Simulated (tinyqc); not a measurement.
Four-point probe, van der Pauw, Hall and spreading-resistance readings of a semiconductor layer. From one set of inputs to another, one input at a time. Computed by tinyqc, a small Python program. Command: `OMP_NUM_THREADS=1 python tinyqc.py 3112069 3112070 out.jsonl probe ladder`. One thread of a shared host (Intel(R) Xeon(R) Processor @ 2.30GHz), about 0.01 s of CPU time with the checks.

The layer is uniform and ohmic; contacts are points unless a radius is given.

The inputs printed are set A. Set A is modelled on n-type silicon; the values taken over come from a set modelled on p-type silicon. Inputs not listed in the table keep their values of set A, so the rows need not describe a real material.

Inputs (values chosen for the exercise, modelled on n-type silicon):
```
quantity           value        unit
carrier density n  1e+16      1/cm^3
drift mobility mu   1160  cm^2/(V s)
layer thickness t     61  micrometre
probe spacing s    1.588          mm
current I              4          mA
```

Backing of the layer: insulating.

Constants: e = 1.602176634e-19 C.

Method:
- rho = 1/(e n mu); R_s = rho/t.
- Collinear probes with equal spacing on a layer with insulating backing: images at depth 2 m t give V = (rho I/(2 pi s)) G, G = 1 + 4 sum_(m>=1) [1/sqrt(1 + (2 m u)^2) - 1/sqrt(4 + (2 m u)^2)], u = t/s; the sum runs to m = 20000, with the tail 3/(32 u^3 M^2) added to the sum for M = 20000.
- Limits: thick, rho = 2 pi s V/I; thin on an insulator, rho = (pi/ln 2) t V/I.

Each row keeps all changes above it:
```
input moved                      from       to  voltage V (mV)  rho by the thick formula (ohm cm)  rho by the thin formula (ohm cm)
set A                               -        -           77.85                             19.418                            0.5381
probe spacing s (mm)            1.588        1           77.85                             12.228                            0.5381
drift mobility mu (cm^2/(V s))   1160      241          374.70                             58.857                            2.5898
carrier density n (1/cm^3)      1e+16  5.6e+16           66.91                             10.510                            0.4625
layer thickness t (micrometre)     61       51           80.03                             12.571                            0.4625
current I (mA)                      4      0.2            4.00                             12.571                            0.4625
```

Where does the difference come from?

Voltage V goes from 77.8 to 4.00, a factor 0.0514 in all. The largest single move comes from current I (a factor 0.0500), and drift mobility mu works against it (a factor 4.81). rho by the thick formula goes from 19.4 to 12.6, a factor 0.647 in all. The largest single move comes from carrier density n (a factor 0.179), and drift mobility mu works against it (a factor 4.81). rho by the thin formula goes from 0.538 to 0.462, a factor 0.860 in all. The largest single move comes from carrier density n (a factor 0.179), and drift mobility mu works against it (a factor 4.81). The single moves hold for this order of the switches; the total does not depend on the order.

Caution (rows drift mobility mu): at such a voltage heating and injection at the probes disturb real readings; a smaller current would be used.

Extremes, crossings and ranges named in words are read from the listed rows.
